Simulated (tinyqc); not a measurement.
Mobility, diffusion coefficient and lifetime from two collectors.

Inverse problem. For an injected sheet in a field F the peak time tp at distance L obeys u^2 tp^2 + 2 D tp = L^2 with u^2 = v^2 + 4 D/tau, and the pulse area goes as exp(L (v - u)/(2 D)); v = mu F. Find u, D, mu and tau without using the Einstein relation.

Inputs (values chosen for the exercise):

| symbol | value | unit | meaning |
|---|---|---|---|
| F | 46 | V/cm | sweep field along the drift |

distances (um): [90, 240]
peak times (us): [0.362014078, 0.993822089]
ratio of the areas, far over near = 0.148465968

Answer. The two peak times give two linear equations for u^2 and D; the area ratio gives v - u, and u^2 - v^2 = 4 D/tau gives tau.

u = 2.373e4 cm/s
D = 9.931 cm^2/s
mu = 461.0 cm^2/(V s)
tau = 3.500e-7 s

Computed by the program tinyqc: `OMP_NUM_THREADS=1 python tinyqc.py 2310032 2310033 out.jsonl`, one thread of a shared Intel Xeon 2.30GHz, about 0.01 s for the whole run.
